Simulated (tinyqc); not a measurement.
# Changing the frequency f

Model: longitudinal sound in a periodic multilayer: transfer matrices, stop bands and folded phonons. Computed by tinyqc, a small Python program. Command: `OMP_NUM_THREADS=1 python tinyqc.py 3018926 3018927 out.jsonl multilayer sweep`. One thread of a shared host (Intel(R) Xeon(R) Processor @ 2.30GHz), about 0.01 s of CPU time with the checks.

Layers 1 and 2 repeat with period d = d_1 + d_2; waves travel normal to the layers, without loss. State vector (u, s): displacement u and stress divided by omega. Impedances Z = rho v are in 1e6 kg/(m^2 s).

Inputs (values chosen for the exercise, modelled on silica (layer 1), silicon nitride (layer 2) and silicon (substrate)):
```
quantity            value    unit
density rho_1        2.21  g/cm^3
velocity v_1         5850     m/s
thickness d_1         810      nm
density rho_2        3.04  g/cm^3
velocity v_2        10100     m/s
thickness d_2        1360      nm
substrate density    2.37  g/cm^3
substrate velocity   8340     m/s
periods N               8       -
```

Method:
- Z = rho v; interface reflection r = (Z_2 - Z_1)/(Z_2 + Z_1) (stress amplitude, from 1 into 2); Bragg frequency f_B = 1/[2 (d_1/v_1 + d_2/v_2)]; long-wave velocity v_eff = d/sqrt[(d_1/v_1)^2 + (d_2/v_2)^2 + (Z_1/Z_2 + Z_2/Z_1)(d_1/v_1)(d_2/v_2)].
- A layer maps (u, s) by [[cos p, sin p/Z], [-Z sin p, cos p]], p = 2 pi f d_i/v_i; one period is M = M_2 M_1, and cos(q d) = trace(M)/2.
- For N periods A = M^N. A wave comes from a thick layer of material 1 and leaves into the substrate (Z_s): transmitted power T = 4 Z_1 Z_s/|Z_1 A_22 + Z_s A_11 - i (Z_1 Z_s A_12 - A_21)|^2, reflected power R = 1 - T.

One run for each value:
```
frequency f (GHz)  trace(M)/2  transmitted power T  T in decibel (dB)
0.366                   0.771            9.753e-01         -1.086e-01
0.676                   0.280            8.535e-01         -6.877e-01
0.986                  -0.344            9.936e-01         -2.810e-02
1.300                  -0.934            6.649e-01         -1.773e+00
1.610                  -1.313            2.040e-05         -4.690e+01
1.920                  -1.384            7.243e-06         -5.140e+01
2.230                  -1.127            5.839e-04         -3.234e+01
2.530                  -0.633            7.780e-01         -1.090e+00
2.840                  -0.006            9.478e-01         -2.326e-01
3.150                   0.568            8.855e-01         -5.282e-01
3.460                   0.930            9.590e-01         -1.819e-01
3.770                   0.980            9.989e-01         -4.809e-03
4.080                   0.705            9.545e-01         -2.022e-01
4.390                   0.180            8.819e-01         -5.457e-01
```

Over the rows, trace(M)/2 lies between -1.38 and 0.980 without a single trend. Rows with |trace/2| > 1 lie in stop bands: 3 of 14; the smallest T, 7.2e-6, falls at 1.92 GHz.

Extremes, crossings and ranges named in words are read from the listed rows.
